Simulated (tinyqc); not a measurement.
The mobility curve: inversion-layer mobility, back-scattering and ballistic limit of a field-effect transistor. Computed by tinyqc, a small Python program. Command: `OMP_NUM_THREADS=1 python tinyqc.py 3026394 3026395 out.jsonl mos walk`. One thread of a shared host (Intel(R) Xeon(R) Processor @ 2.30GHz), about 0.01 s of CPU time with the checks.

The charge at the top of the source barrier is fixed by the gate; series resistance and short-channel effects are left out. F_j are Fermi integrals normalised to exp(eta) in the classical limit.

Inputs (values chosen for the exercise, modelled on a 4H-SiC n-channel):
```
quantity,value,unit
weight w of the inversion charge,0.5,-
permittivity eps,9.7,-
"phonon mobility at 1 MV/cm and 300 K, mu_ph",85,cm^2/(V s)
"roughness mobility at 1 MV/cm, mu_sr",67,cm^2/(V s)
"Coulomb mobility at N_inv = 1e12/cm^2, mu_C",36,cm^2/(V s)
electrical oxide thickness t_inv,3.2,nm
depletion charge N_dep,1.4e+12,1/cm^2
temperature T,300,K
```

Statistics at the top of the barrier: Fermi-Dirac.

Constants: eps_0 = 8.8541878128e-12 F/m; e = 1.602176634e-19 C.

Method. N_inv = 3.9 eps_0 (V_G - V_T)/(e t_inv); effective field E_eff = e (N_dep + w N_inv)/(eps eps_0). mu_phonon = mu_ph (E_eff/1 MV/cm)^(-0.3) (T/300 K)^(-1.75); mu_rough = mu_sr (E_eff/1 MV/cm)^(-2); mu_Coulomb = mu_C (N_inv/1e12 cm^-2) (T/300 K); Matthiessen's rule adds 1/mu.

Mobilities (cm^2/(V s)):
```
V_G - V_T (V),N_inv (1/cm^2),E_eff (MV/cm),phonon,roughness,Coulomb,total
0.03,2.0206e+11,0.2800,124.53,854.51,7.27,6.818
0.06,4.0411e+11,0.2989,122.12,750.13,14.55,12.778
0.12,8.0823e+11,0.3366,117.84,591.52,29.10,22.449
0.20,1.3470e+12,0.3868,113.02,447.79,48.49,31.544
0.35,2.3573e+12,0.4810,105.87,289.54,84.86,40.514
0.50,3.3676e+12,0.5753,100.34,202.45,121.23,43.188
0.75,5.0514e+12,0.7323,93.33,124.93,181.85,41.290
1.00,6.7352e+12,0.8894,88.04,84.70,242.47,36.645
1.50,1.0103e+13,1.2035,80.41,46.26,363.70,27.171
```

What does the comparison show, and why?

The lowest part is Coulomb from 0.0300 to 0.350, phonon from 0.500 to 0.750, roughness from 1.00 to 1.50 V. The total peaks at 43 near E_eff = 0.58 MV/cm: screening lifts it at low density and the field presses it down at high density.

Extremes, crossings and ranges named in words are read from the listed rows.
